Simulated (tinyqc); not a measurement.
Undoped gate-all-around wire MOSFET, analytic charge model: one step of the calculation.

An undoped round wire of radius R under an insulator shell and a surrounding gate; long channel, electrons only, n = ni exp((psi - V)/Vt) with V the quasi-Fermi potential (0 at the source, Vd at the drain), constant mobility, no quantisation. The radial Poisson equation gives n(r) = n(0)/(1 - (1 - b) r^2/R^2)^2 with b = Q0/(Q + Q0). Q is the electron charge per area of the wire surface.

Task. Constants of the wire. ni = sqrt(Nc Nv) exp(-Eg/(2 Vt)), Eg in volts; Cox = eps0 eox/(R ln(1 + tox/R)); Q0 = 4 eps0 eps_r Vt/R; V0 = dphi + Vt ln[8 eps0 eps_r Vt/(q ni R^2)].

Inputs (values chosen for the exercise); material values close to those of silicon:
- T = 300 K (temperature)
- Eg = 1.12 eV (band gap)
- eps_r = 11.5 (relative permittivity of the semiconductor)
- Nc = 2.79e19 cm^-3 (conduction-band density of states at T)
- Nv = 2.62e19 cm^-3 (valence-band density of states at T)
- eox = 21.7 (relative permittivity of the gate insulator)
- tox = 9.4 nm (insulator thickness)
- R = 20 nm (wire radius)
- dphi = 0.2 V (gate work function less that of the intrinsic body)

Constants: q = 1.602176634e-19 C, kB = 1.380649e-23 J/K, Vt = kB T/q, eps0 = 8.8541878128e-14 F/cm where lengths are in cm. Results are converted to the units shown.

Wanted: ni; Cox; Q0; V0.

Result.

ni = 1.058e10 cm^-3
Cox = 2.494 uF/cm^2
Q0 = 52.65 nC/cm^2
V0 = 0.6460 V

Numbers from tinyqc (`OMP_NUM_THREADS=1 python tinyqc.py 2460094 2460095 out.jsonl`; about 0.02 s on one thread of a shared Intel Xeon 2.30GHz).
